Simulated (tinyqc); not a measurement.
Regular and subregular solution with a miscibility gap. From solubility limit x1 back to asymmetry L1. Computed by tinyqc, a small Python program. Command: `OMP_NUM_THREADS=1 python tinyqc.py 3019025 3019026 out.jsonl regsol inv`. One thread of a shared host (Intel(R) Xeon(R) Processor @ 2.30GHz), about 0.02 s of CPU time with the checks.

Per mole of mixing sites: G(x) = x (1 - x) [L0 + L1 (1 - 2x)] + R T [x ln x + (1 - x) ln(1 - x)], x the fraction of B.

Inputs (values chosen for the exercise, for a model alloy): interaction L0 = 59.5 kJ/mol; size misfit eta = d ln a/dx = 0.034; temperature T = 3164 K; start value s0 = 0.05.

Source of L0: given.

Constants: R = 8.314462618 J/(mol K).

Method:
- L0 and eta are given.
- G' = L0 (1 - 2x) + L1 (1 - 6x + 6x^2) + R T ln[x/(1 - x)]; G'' = -2 L0 - 6 L1 (1 - 2x) + R T/[x (1 - x)].
- Common tangent: F1 = G'(x1) - G'(x2) = 0 and F2 = [G - x G'](x1) - [G - x G'](x2) = 0. Newton step: J = [[G''(x1), -G''(x2)], [-x1 G''(x1), x2 G''(x2)]], J dx = -F; a step that would leave 0 < x < 1 is halved until it stays inside. The start is x1 = s0, x2 = 1 - s0.
- Stop when the step is below 1e-12, or when x1 and x2 meet within 1e-5; residuals under 1e-7 are shown as 0.

Task: A run gave the result below. Find the asymmetry L1, known to lie between 3.3 and 8 kJ/mol.

solubility limit x1 = 0.1713661

Result:

Each step takes the trial c = (a f_b - b f_a)/(f_b - f_a), f being the result less the target and a, b, c the logarithms of the listed values; c replaces end b, the old b replaces a if the sign of f changed, and otherwise f_a is halved.

Scan of the range:
```
asymmetry L1 (kJ/mol)  solubility limit x1
3.30                              0.187097
3.82                              0.181823
4.43                              0.175646
5.14                              0.168512
5.96                              0.160401
6.90                              0.151343
8.00                              0.141157
```

False position (Illinois rule, in the logarithm of the input) inside the bracket:
```
step    end a    end b    trial  solubility limit x1
1     4.43000  5.14000  4.84325             0.171484
2     5.14000  4.84325  4.85470             0.171369
3     5.14000  4.85470  4.85529             0.171363
4     4.85470  4.85529  4.85500             0.171366
```

Solubility limit x1 falls at every point of a 13-point scan of the range (every second point is shown), so one value fits; it is bracketed by 4.43 and 5.14. Answer: asymmetry L1 = 4.855 kJ/mol.
